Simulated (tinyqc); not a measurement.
Inside a calculation. Method: Pariser-Parr-Pople SCF with singles CI, for the molecule O=c1cccccc1 (SMILES; centres numbered as the heavy atoms are written). Computed by tinyqc, a small Python program that keeps every step. Settings: charge = 0, gamma = MN, start = core, damping = 0, iteration cap = 80, excitations kept = 4. Command: `OMP_NUM_THREADS=1 python tinyqc.py 20769 20770 out.jsonl` (the two numbers bound the seeds that draw the settings). One thread of a shared host (Intel(R) Xeon(R) Processor @ 2.60GHz), about 0.01 s of CPU time with the checks. Later iterations appear only in the table of the cycle.

## PPP integrals

Centres (angstrom, eV; a flat drawing with bonds scaled to 1.40 angstrom):
```
centre          x          y  core charge z          W   gamma_rr
1O       2.637000   0.000000              1  16.640000  15.760000
2C       1.237000   0.000000              1  11.180000   9.970000
3C       0.629000   1.261000              1  11.180000   9.970000
4C      -0.736000   1.573000              1  11.180000   9.970000
5C      -1.830000   0.700000              1  11.180000   9.970000
6C      -1.830000  -0.700000              1  11.180000   9.970000
7C      -0.736000  -1.573000              1  11.180000   9.970000
8C       0.629000  -1.261000              1  11.180000   9.970000
```

Resonance integrals (eV):
```
i  j       beta
1  2  -2.320000
2  3  -2.220000
3  4  -2.220000
4  5  -2.220000
5  6  -2.220000
6  7  -2.220000
7  8  -2.220000
8  2  -2.220000
```

Mataga-Nishimoto: gamma = 14.399645/(R + a), a = 2 x 14.399645/(gamma_rr + gamma_ss); H_rr = -W_r - sum_(s != r) z_s gamma_rs; H_rs = beta for bonds.

repulsion gamma_rs (eV), order 1O, 2C, 3C, 4C, 5C, 6C, 7C, 8C:
```
[[15.760000, 5.715759, 4.125496, 2.974492, 2.552765, 2.552765, 2.974492, 4.125496],
 [5.715759, 9.970000, 5.062774, 3.629308, 3.137064, 3.137064, 3.629308, 5.062774],
 [4.125496, 5.062774, 9.970000, 5.062275, 3.630334, 3.137530, 3.137250, 3.630501],
 [2.974492, 3.629308, 5.062275, 9.970000, 5.063295, 3.629978, 3.136974, 3.137250],
 [2.552765, 3.137064, 3.630334, 5.063295, 9.970000, 5.062637, 3.629978, 3.137530],
 [2.552765, 3.137064, 3.137530, 3.629978, 5.062637, 9.970000, 5.063295, 3.630334],
 [2.974492, 3.629308, 3.137250, 3.136974, 3.629978, 5.063295, 9.970000, 5.062275],
 [4.125496, 5.062774, 3.630501, 3.137250, 3.137530, 3.630334, 5.062275, 9.970000]]
```

core matrix H (eV), order 1O, 2C, 3C, 4C, 5C, 6C, 7C, 8C:
```
[[-41.661267, -2.320000, 0.000000, 0.000000, 0.000000, 0.000000, 0.000000, 0.000000],
 [-2.320000, -40.554051, -2.220000, 0.000000, 0.000000, 0.000000, 0.000000, -2.220000],
 [0.000000, -2.220000, -38.966159, -2.220000, 0.000000, 0.000000, 0.000000, 0.000000],
 [0.000000, 0.000000, -2.220000, -37.813573, -2.220000, 0.000000, 0.000000, 0.000000],
 [0.000000, 0.000000, 0.000000, -2.220000, -37.393603, -2.220000, 0.000000, 0.000000],
 [0.000000, 0.000000, 0.000000, 0.000000, -2.220000, -37.393603, -2.220000, 0.000000],
 [0.000000, 0.000000, 0.000000, 0.000000, 0.000000, -2.220000, -37.813573, -2.220000],
 [0.000000, -2.220000, 0.000000, 0.000000, 0.000000, 0.000000, -2.220000, -38.966159]]
```

## Starting guess

pi electrons, sum of z_r less the charge = 8

Orbitals of the core matrix H.

P at the start, order 1O, 2C, 3C, 4C, 5C, 6C, 7C, 8C:
```
[[1.800011, 0.412022, -0.253150, -0.096601, 0.147286, 0.147286, -0.096601, -0.253150],
 [0.412022, 1.118898, 0.595905, 0.058911, -0.222434, -0.222434, 0.058911, 0.595905],
 [-0.253150, 0.595905, 1.009651, 0.668441, 0.176688, -0.177469, -0.266740, 0.006480],
 [-0.096601, 0.058911, 0.668441, 0.780385, 0.588247, 0.258094, -0.091413, -0.266740],
 [0.147286, -0.222434, 0.176688, 0.588247, 0.750509, 0.625478, 0.258094, -0.177469],
 [0.147286, -0.222434, -0.177469, 0.258094, 0.625478, 0.750509, 0.588247, 0.176688],
 [-0.096601, 0.058911, -0.266740, -0.091413, 0.258094, 0.588247, 0.780385, 0.668441],
 [-0.253150, 0.595905, 0.006480, -0.266740, -0.177469, 0.176688, 0.668441, 1.009651]]
```

## Iteration 1: Fock matrix

F_rr = H_rr + P_rr gamma_rr / 2 + sum_(s != r) P_ss gamma_rs; F_rs = H_rs - P_rs gamma_rs / 2; E = tr P (H + F) / 2 + core repulsion sum_(r<s) z_r z_s gamma_rs.

F (eV), order 1O, 2C, 3C, 4C, 5C, 6C, 7C, 8C:
```
[[-4.276954, -3.497510, 0.522184, 0.143670, -0.187993, -0.187993, 0.143670, 0.522184],
 [-3.497510, -4.091335, -3.728467, -0.106904, 0.348895, 0.348895, -0.106904, -3.728467],
 [0.522184, -3.728467, -5.698710, -3.911915, -0.320719, 0.278407, 0.418415, -0.011763],
 [0.143670, -0.106904, -3.911915, -7.257320, -3.709235, -0.468437, 0.143380, 0.418415],
 [-0.187993, 0.348895, -0.320719, -3.709235, -8.130418, -3.803284, -0.468437, 0.278407],
 [-0.187993, 0.348895, 0.278407, -0.468437, -3.803284, -8.130418, -3.709235, -0.320719],
 [0.143670, -0.106904, 0.418415, 0.143380, -0.468437, -3.709235, -7.257320, -3.911915],
 [0.522184, -3.728467, -0.011763, 0.418415, 0.278407, -0.320719, -3.911915, -5.698710]]
```

pi energy = -102.558117 eV

## Iteration 1: orbitals and new P

Diagonalise F (the basis is taken as orthonormal) and form P = 2 sum c c over the lowest orbitals.

orbital energies (eV): [-14.834052, -12.069448, -11.198129, -6.463884, -4.270307, -3.005099, -1.075027, 2.374759]

P after iteration 1, order 1O, 2C, 3C, 4C, 5C, 6C, 7C, 8C:
```
[[1.132767, 0.763683, -0.079034, -0.373338, 0.232278, 0.232278, -0.373338, -0.079034],
 [0.763683, 0.996177, 0.451155, -0.006737, -0.069289, -0.069289, -0.006737, 0.451155],
 [-0.079034, 0.451155, 0.852461, 0.765976, 0.061694, -0.330877, -0.061304, 0.254326],
 [-0.373338, -0.006737, 0.765976, 1.071667, 0.508434, -0.034531, -0.072544, -0.061304],
 [0.232278, -0.069289, 0.061694, 0.508434, 1.011400, 0.753746, -0.034531, -0.330877],
 [0.232278, -0.069289, -0.330877, -0.034531, 0.753746, 1.011400, 0.508434, 0.061694],
 [-0.373338, -0.006737, -0.061304, -0.072544, -0.034531, 0.508434, 1.071667, 0.765976],
 [-0.079034, 0.451155, 0.254326, -0.061304, -0.330877, 0.061694, 0.765976, 0.852461]]
```

## Iteration 2: Fock matrix

As before.

F (eV), order 1O, 2C, 3C, 4C, 5C, 6C, 7C, 8C:
```
[[-8.468442, -4.502513, 0.163028, 0.555245, -0.296476, -0.296476, 0.555245, 0.163028],
 [-4.502513, -6.357378, -3.362048, 0.012224, 0.108681, 0.108681, 0.012224, -3.362048],
 [0.163028, -3.362048, -6.272959, -4.158791, -0.111984, 0.519068, 0.096163, -0.461666],
 [0.555245, 0.012224, -4.158791, -6.342529, -3.507175, 0.062673, 0.113785, 0.096163],
 [-0.296476, 0.108681, -0.111984, -3.507175, -6.129030, -4.127971, 0.062673, 0.519068],
 [-0.296476, 0.108681, 0.519068, 0.062673, -4.127971, -6.129030, -3.507175, -0.111984],
 [0.555245, 0.012224, 0.096163, 0.113785, 0.062673, -3.507175, -6.342529, -4.158791],
 [0.163028, -3.362048, -0.461666, 0.096163, 0.519068, -0.111984, -4.158791, -6.272959]]
```

pi energy = -105.551622 eV

## Iteration 2: orbitals and new P

As before.

orbital energies (eV): [-14.058095, -12.290623, -11.429632, -9.399280, -3.328200, -2.935244, 0.489167, 0.637051]

P after iteration 2, order 1O, 2C, 3C, 4C, 5C, 6C, 7C, 8C:
```
[[1.393563, 0.754283, -0.143074, -0.287091, 0.187593, 0.187593, -0.287091, -0.143074],
 [0.754283, 0.882988, 0.436971, 0.072541, -0.111699, -0.111699, 0.072541, 0.436971],
 [-0.143074, 0.436971, 0.944747, 0.783184, 0.057911, -0.321710, -0.094430, 0.237462],
 [-0.287091, 0.072541, 0.783184, 0.955849, 0.517845, 0.046804, -0.133113, -0.094430],
 [0.187593, -0.111699, 0.057911, 0.517845, 0.961129, 0.757375, 0.046804, -0.321710],
 [0.187593, -0.111699, -0.321710, 0.046804, 0.757375, 0.961129, 0.517845, 0.057911],
 [-0.287091, 0.072541, -0.094430, -0.133113, 0.046804, 0.517845, 0.955849, 0.783184],
 [-0.143074, 0.436971, 0.237462, -0.094430, -0.321710, 0.057911, 0.783184, 0.944747]]
```

## Convergence

Stop when output and input P, before any damping, agree to 1e-7.

Course of the cycle:
```
iteration         E (eV)  largest |P(out) - P(in)|
1          -102.55811691                  6.67e-01
2          -105.55162163                  2.61e-01
3          -105.99825064                  5.89e-02
4          -106.03860526                  8.91e-03
5          -106.04299783                  3.77e-03
6          -106.04371959                  1.47e-03
7          -106.04386101                  7.50e-04
8          -106.04389272                  4.17e-04
9          -106.04390069                  2.31e-04
10         -106.04390285                  1.28e-04
11         -106.04390347                  7.07e-05
12         -106.04390365                  3.90e-05
13         -106.04390370                  2.15e-05
14         -106.04390372                  1.18e-05
15         -106.04390373                  6.49e-06
16         -106.04390373                  3.57e-06
17         -106.04390373                  1.96e-06
18         -106.04390373                  1.08e-06
19         -106.04390373                  5.92e-07
20         -106.04390373                  3.25e-07
21         -106.04390373                  1.78e-07
22         -106.04390373                  9.80e-08
```

Converged in 22 iterations.

## Converged orbitals

Charges are z - P_rr.

orbital energies (eV): [-13.930941, -12.281019, -11.654778, -9.158933, -3.435883, -2.646819, 0.109773, 0.887195]

coefficients, order 1O, 2C, 3C, 4C, 5C, 6C, 7C, 8C:
```
[[0.258810, 0.448587, 0.000000, 0.632893, 0.000000, 0.458888, 0.000000, -0.347354],
 [0.433796, 0.492368, 0.000000, 0.109473, 0.000000, -0.399567, 0.000000, 0.630679],
 [0.364754, 0.161805, 0.417469, -0.372805, 0.509554, -0.165757, 0.257049, -0.417510],
 [0.350835, -0.184183, 0.526110, -0.226292, -0.220161, 0.480735, -0.418016, 0.246327],
 [0.341011, -0.466977, 0.221197, 0.321776, -0.438045, -0.237281, 0.509106, -0.076172],
 [0.341011, -0.466977, -0.221197, 0.321776, 0.438045, -0.237281, -0.509106, -0.076172],
 [0.350835, -0.184183, -0.526110, -0.226292, 0.220161, 0.480735, 0.418016, 0.246327],
 [0.364754, 0.161805, -0.417469, -0.372805, -0.509554, -0.165757, -0.257049, -0.417510]]
```

pi charges: [-0.337533, 0.114820, 0.055020, 0.029984, 0.026353, 0.026353, 0.029984, 0.055020]

## Singles CI, singlets

Over the 4 single excitations with the smallest orbital gaps: A = (e_a - e_i) delta + 2 (ia|jb) - (ij|ab), with (pq|rs) = sum c_mp c_mq gamma_mn c_nr c_ns. f = 2/3 w |mu|^2 in atomic units, mu = sqrt2 sum c_ia sum_m c_mi c_ma R_m.

singlet CI matrix (eV), order 4>5, 4>6, 3>5, 2>5:
```
[[2.603613, 0.000000, 0.000000, -0.420473],
 [0.000000, 4.411462, 0.734661, 0.000000],
 [0.000000, 0.734661, 5.225662, 0.000000],
 [-0.420473, 0.000000, 0.000000, 5.613497]]
```

singlet excitation energies (eV): [2.545977, 3.978647, 5.658477, 5.671132]

oscillator strengths: [0.082532, 0.300107, 1.691076, 0.467938]

## Singles CI, triplets

Over the 4 single excitations with the smallest orbital gaps: A = (e_a - e_i) delta - (ij|ab), with (pq|rs) = sum c_mp c_mq gamma_mn c_nr c_ns.

triplet CI matrix (eV), order 4>5, 4>6, 3>5, 2>5:
```
[[1.351413, 0.000000, 0.000000, 0.588976],
 [0.000000, 1.445006, -0.434675, 0.000000],
 [0.000000, -0.434675, 3.447687, 0.000000],
 [0.588976, 0.000000, 0.000000, 4.361721]]
```

triplet excitation energies (eV): [1.240281, 1.354731, 3.537962, 4.472853]
